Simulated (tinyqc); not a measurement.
## Thin film between two gates, subbands and threshold shift from confinement: confinement against the film thickness

Undoped body with a flat potential across it, hard walls, transport along x. One isotropic valley (g = 1, mx = my = mz = me). Non-parabolicity enters the subband edges through E (1 + al E) = gamma, so E = 2 gamma/(1 + sqrt(1 + 4 al gamma)); motion within a subband is taken as parabolic with the band-edge mass. Energies are counted from the bulk band edge.

gamma = C (pi k/(t + dl))^2/mz, C = hbar^2/(2 m0). Each subband has N_k = g sqrt(mx my) m0 kB T/(pi hbar^2); without degeneracy n = exp(EF/Vt) sum N_k exp(-E_k/Vt). Classical value Nc times t, Nc = sum over valleys of 2 g (m m0 kB T/(2 pi hbar^2))^1.5 with m = (mx my mz)^(1/3). Threshold shift dVT = Vt ln(classical value/sum N_k exp(-E_k/Vt)). With degeneracy n = sum N_k F((EF - E_k)/Vt), F(x) = ln(1 + exp(x)); gate: Vg = EF + q n/(Cg P), P = 2 (both faces), summed over the 60 lowest subbands at most, with Vg counted from the value that would put EF at the bulk band edge of an empty body. The last two columns are for Vg = 0.8 V; sensitivity d(dVT)/dt by central differences between 0.99 and 1.01 times the value.

Parameters, values chosen for the exercise; masses close to those of In0.53Ga0.47As: temperature T = 400 K; mass at the band edge me = 0.0404 m0; non-parabolicity al = 1.2 1/eV; widening of the box by penetration into the insulator dl = 0 nm; gate capacitance per area of interface Cg = 2.5 uF/cm^2.

Constants: q = 1.602176634e-19 C, kB = 1.380649e-23 J/K, hbar = 1.054571817e-34 J s, m0 = 9.1093837015e-31 kg, Vt = kB T/q, hbar^2/(2 m0) = 0.0380998212 eV nm^2. Results are converted to the units shown.

Result of one run:

| t (nm) | E_1 (meV) | gap to the next edge (meV) | dVT (mV) | sensitivity (mV/nm) | n/P (cm^-2) | share of the lowest subband (%) |
|---|---|---|---|---|---|---|
| 20 | 22.65 | 61.85 | 19.57 | -1.408 | 7.078e12 | 38.60 |

What becomes of these results when the film thickness (along z) t is changed from 20 to 4.8 nm, all else the same?

Result of the changed run:

| t (nm) | E_1 (meV) | gap to the next edge (meV) | dVT (mV) | sensitivity (mV/nm) | n/P (cm^-2) | share of the lowest subband (%) |
|---|---|---|---|---|---|---|
| 4.8 | 297.7 | 518.6 | 251.1 | -91.01 | 2.752e12 | 99.96 |

The whole series:

| t (nm) | E_1 (meV) | gap to the next edge (meV) | dVT (mV) | sensitivity (mV/nm) | n/P (cm^-2) | share of the lowest subband (%) |
|---|---|---|---|---|---|---|
| 3 | 600.9 | 885.3 | 538.1 | -270.9 | 1.095e12 | 100.0 |
| 3.8 | 426.4 | 680.8 | 371.8 | -158.6 | 2.046e12 | 100.0 |
| 4.8 | 297.7 | 518.6 | 251.1 | -91.01 | 2.752e12 | 99.96 |
| 6.1 | 201.4 | 385.6 | 163.1 | -49.64 | 3.396e12 | 94.63 |
| 7.7 | 135.1 | 283.0 | 104.8 | -26.33 | 4.249e12 | 77.96 |
| 9.8 | 87.69 | 200.4 | 65.60 | -12.92 | 4.991e12 | 66.35 |
| 12 | 60.28 | 146.8 | 44.79 | -6.813 | 5.620e12 | 56.99 |
| 16 | 34.90 | 91.40 | 27.40 | -2.720 | 6.462e12 | 45.83 |
| 20 | 22.65 | 61.85 | 19.57 | -1.408 | 7.078e12 | 38.60 |

As t grows from 3 to 20 nm, E_1 falls from 601 to 22.7 meV and dVT falls from 538 to 19.6 mV. E_1 goes as t^(-1.45) at the thin end (-2 for a parabolic band without penetration); a thickness error of 0.2 nm moves the threshold by 54 mV in the first row and 0.28 mV in the last. The charge per interface area rises from 1.09e12 to 7.08e12 cm^-2. For t = 6.1, 7.7, 9.8, 12, 16, 20 the charge in the last two columns would bend the potential across the body noticeably, which is left out.

Range of the model: Non-parabolicity also makes carriers heavier within each subband, which is left out, so densities of states are understated at high energy.

tinyqc, about 0.02 s, one thread, Intel Xeon 2.30GHz (shared host): `OMP_NUM_THREADS=1 python tinyqc.py 2350095 2350096 out.jsonl`
